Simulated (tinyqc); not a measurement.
# Band bending at a free surface with a continuum of surface states, surface photovoltage and Kelvin probe: what changes with what

n-type bulk, xi = Ec - EF = Vt ln(Nc/Nd), p0 = ni^2/Nd, ni = sqrt(Nc Nv) exp(-Eg/(2 Vt)), Eg in volts. b is the upward band bending, u = b/Vt. Space charge per area, in units of q: Qc = sign(b) sqrt((2 eps0 eps_r Vt/q) [(Nd + dn)(exp(-u) - 1) + Nd u + (p0 + dn)(exp(u) - 1)]), with dn the excess density under light (flat quasi-Fermi levels; 0 in the dark). The states hold -Ds (E0 - xi - b): negative while the Fermi level lies above the neutrality level. Neutrality: Qc + Qf + (charge of the states) = 0.

Parameters, values chosen for the exercise; band and dielectric values close to those of silicon:
```
symbol,value,unit,meaning
T,350,K,temperature
Eg,1.14,eV,band gap
eps_r,11.8,,relative permittivity
Nc,3.55e19,cm^-3,conduction-band density of states at T
Nv,3.29e19,cm^-3,valence-band density of states at T
chi,4.03,eV,electron affinity
Nd,3.8e15,cm^-3,donor density
Qf,0,cm^-2,fixed positive charge at the surface
pt,4.72,eV,work function of the probe tip
Ds,1.6e12,cm^-2 eV^-1,density of surface states
E0,0.49,eV,depth of their neutrality level below the conduction edge
```

Constants: q = 1.602176634e-19 C, kB = 1.380649e-23 J/K, Vt = kB T/q, eps0 = 8.8541878128e-14 F/cm where lengths are in cm. Results are converted to the units shown.

Each table varies one quantity; the others keep the values above.

## Pinning by the surface states

b solves the neutrality condition in the dark.

Results:

| Ds (cm^-2 eV^-1) | b (V) | xi + b (eV) | Qc (cm^-2) |
|---|---|---|---|
| 2.4e10 | 0.0056961 | 0.28143 | 5.0056e9 |
| 6.7e10 | 0.015949 | 0.29169 | 1.3287e10 |
| 1.8e11 | 0.042069 | 0.31781 | 3.0995e10 |
| 5.1e11 | 0.098886 | 0.37462 | 5.8842e10 |
| 3.9e12 | 0.19134 | 0.46708 | 8.9391e10 |
| 1.1e13 | 0.20578 | 0.48152 | 9.3303e10 |
| 2.9e13 | 0.21100 | 0.48674 | 9.4677e10 |
| 8.1e13 | 0.21309 | 0.48882 | 9.5222e10 |

Estimate the missing row, Ds = 1.4e12 cm^-2 eV^-1.

Computed row:

| Ds (cm^-2 eV^-1) | b (V) | xi + b (eV) | Qc (cm^-2) |
|---|---|---|---|
| 1.4e12 | 0.15749 | 0.43322 | 7.9488e10 |

With this row back in the table: b rises from 0.00570 to 0.213 V. The Fermi level moves towards E0 = 0.49 eV and is within 1.18 meV of it in the last row; it is half-way there at the Ds that solves Ds b = Qc(b) + Qf with b = (E0 - xi)/2, 5.80e11 cm^-2 eV^-1.

## Photovoltage against injection

Same model as above.

Under chopped light the surface charge keeps its dark value, so b falls to bL with Qc(bL, dn) = Qc(b, 0); the photovoltage is b - bL.

Result of one run:

| dn (cm^-3) | bL (V) | photovoltage (mV) | share of b removed (%) |
|---|---|---|---|
| 3.9e13 | 0.1359 | 27.58 | 16.87 |

What becomes of these results when the excess carrier density under light dn is changed from 3.9e13 to 3.6e15 cm^-3, all else the same?

Result of the changed run:

| dn (cm^-3) | bL (V) | photovoltage (mV) | share of b removed (%) |
|---|---|---|---|
| 3.6e15 | 0.05167 | 111.8 | 68.39 |

The whole series:

| dn (cm^-3) | bL (V) | photovoltage (mV) | share of b removed (%) |
|---|---|---|---|
| 5.3e6 | 0.1634 | 9.450e-6 | 5.782e-6 |
| 5.1e7 | 0.1634 | 9.094e-5 | 5.564e-5 |
| 4.8e8 | 0.1634 | 8.559e-4 | 5.237e-4 |
| 4.6e9 | 0.1634 | 0.008200 | 0.005017 |
| 4.4e10 | 0.1634 | 0.07825 | 0.04788 |
| 4.3e11 | 0.1627 | 0.7478 | 0.4576 |
| 4.1e12 | 0.1575 | 5.986 | 3.662 |
| 3.9e13 | 0.1359 | 27.58 | 16.87 |
| 3.7e14 | 0.09638 | 67.06 | 41.03 |
| 3.6e15 | 0.05167 | 111.8 | 68.39 |
| 3.4e16 | 0.02037 | 143.1 | 87.54 |

The photovoltage rises from 9.45e-6 to 143 mV, towards the full b = 163 mV. Its steepest rise is 45.2 mV a decade (Vt ln 10 = 69.4 mV), and it reaches 87.5 % of b in the last row: even strong light does not flatten the bands fully, so a saturation reading understates b. For dn = 3.4e16 the injection is high, and a Dember voltage, left out here, adds to the signal.

## Kelvin-probe contrast of the doping

Same model as above.

Work function chi + xi + b; contact potential difference CPD = (work function of the sample) - pt.

Kelvin-probe contrast of the doping:

| Nd (cm^-3) | xi (eV) | b (V) | CPD (mV) |
|---|---|---|---|
| 1.2e14 | 0.3800 | 0.1033 | -206.7 |
| 6.7e14 | 0.3281 | 0.1423 | -219.6 |
| 3.6e15 | 0.2774 | 0.1632 | -249.4 |
| 2e16 | 0.2256 | 0.1526 | -311.8 |
| 1.1e17 | 0.1742 | 0.1070 | -408.7 |
| 5.8e17 | 0.1241 | 0.05785 | -508.1 |
| 3.1e18 | 0.07354 | 0.02769 | -588.8 |

xi falls by 306 mV over the table and the CPD by 382 mV; b goes from 0.103 through a maximum of 0.163 (at Nd = 3.6e15 cm^-3 among the rows listed) to 0.0277 V. Between the first two rows the CPD follows 24.8 % of the change of xi, and between the last two 160 %. It is below 100 % where b rises with the doping (pinning hides it). It exceeds 100 % where b falls as the doping rises.

Numbers from tinyqc (`OMP_NUM_THREADS=1 python tinyqc.py 2430073 2430074 out.jsonl`; about 0.01 s on one thread of a shared Intel Xeon 2.30GHz).
